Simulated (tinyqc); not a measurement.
Effect of the position of a charge sheet.

One sheet of 3.5e11 cm^-2 lies at the depth x from the gate; it shifts Vfb by -(q/eps0) Q s, with s = x/e2 in layer 2 and t2/e2 + (x - t2)/e1 in layer 1, and it induces the share s/(t1/e1 + t2/e2) of its image in the semiconductor.

Inputs (values chosen for the exercise): thickness of layer 1, next to the semiconductor t1 = 0.9 nm; relative permittivity of layer 1 e1 = 7.54; thickness of layer 2, next to the gate t2 = 5.9 nm; relative permittivity of layer 2 e2 = 21.4.

Constants: q = 1.602176634e-19 C, eps0 = 8.8541878128e-14 F/cm where lengths are in cm. Results are converted to the units shown.

Effect of the position of a charge sheet:

| x (nm) | shift (mV) | image in the semiconductor (%) |
|---|---|---|
| 0 | 0 | 0 |
| 0.85 | -2.516 | 10.05 |
| 1.7 | -5.031 | 20.11 |
| 2.55 | -7.547 | 30.16 |
| 3.4 | -10.06 | 40.22 |
| 4.25 | -12.58 | 50.27 |
| 5.1 | -15.09 | 60.32 |
| 5.95 | -17.88 | 71.46 |
| 6.8 | -25.02 | 100.0 |

What does the table show?

The shift grows from 0 at the gate to -25.0 mV at the semiconductor, by -2.96 mV/nm in layer 2 and -8.40 mV/nm in layer 1, the ratio of the permittivities. A sheet between the layers has 69.8 % of its full effect.

tinyqc, about 0.01 s, one thread, Intel Xeon 2.30GHz (shared host): `OMP_NUM_THREADS=1 python tinyqc.py 2010125 2010126 out.jsonl`
